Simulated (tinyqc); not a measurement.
Inside a calculation. Method: harmonic frequencies on the UHF/3-21g surface (energies and gradients from PySCF), for H2+, spin multiplicity 2. Computed by tinyqc, a small Python program that keeps every step (integrals from PySCF). Settings: charge = 1, multiplicity = 2, basis = 3-21g, delta = 0.002. Command: `OMP_NUM_THREADS=1 python tinyqc.py 26771 26772 out.jsonl` (the two numbers bound the seeds that draw the settings). One thread of a shared host (Intel(R) Xeon(R) Processor @ 2.60GHz), about 0.2 s of CPU time with the checks.

## One row of the Hessian: 1Hz

optimised positions (bohr):
```
         x       y        z
1H  0.0000  0.0000  -0.3326
2H  0.0000  0.0000   1.6611
```

gradient at +delta (hartree/bohr):
```
           x         y          z
1H  0.000000  0.000000   0.000165
2H  0.000000  0.000000  -0.000165
```

gradient at -delta (hartree/bohr):
```
           x         y          z
1H  0.000000  0.000000  -0.000162
2H  0.000000  0.000000   0.000162
```

Displace 1Hz by +/-0.002 bohr; H(k, :) = (g(+) - g(-)) / (2 delta).

row of the Hessian (hartree/bohr^2): 1Hx 0.000000, 1Hy 0.000000, 1Hz 0.081764, 2Hx 0.000000, 2Hy 0.000000, 2Hz -0.081764

## Hessian by finite differences

All rows are made in the same way, and the matrix is symmetrised.

Hessian (symmetrised) (hartree/bohr^2), lower triangle:
```
          1Hx       1Hy        1Hz       2Hx       2Hy       2Hz
1Hx  0.000000
1Hy  0.000000  0.000000
1Hz  0.000000  0.000000   0.081764
2Hx  0.000000  0.000000   0.000000  0.000000
2Hy  0.000000  0.000000   0.000000  0.000000  0.000000
2Hz  0.000000  0.000000  -0.081764  0.000000  0.000000  0.081764
```

## Normal modes

masses (u): 1H 2.0141, 2H 1.0078

Diagonalise H_ij / sqrt(m_i m_j); the 5 smallest eigenvalues belong to translations and rotations; wavenumber = sqrt(eigenvalue / 1822.888) x 219474.63; each mode has its largest component positive (the first on a tie); zero-point energy = sum of wavenumbers / 2, with 349.755 1/cm per kcal/mol. A mass of 2.014 u marks deuterium.

eigenvalues of the mass-weighted Hessian (hartree/(bohr^2 u)): 0.0000  0.0000  0.0000  0.0000  0.0000  0.1217

harmonic wavenumbers of the vibrations (1/cm): 1793.5

mass-weighted modes:
```
      mode 1
1Hx   0.0000
1Hy   0.0000
1Hz  -0.5775
2Hx   0.0000
2Hy   0.0000
2Hz   0.8164
```

zero-point energy = 2.5639 kcal/mol
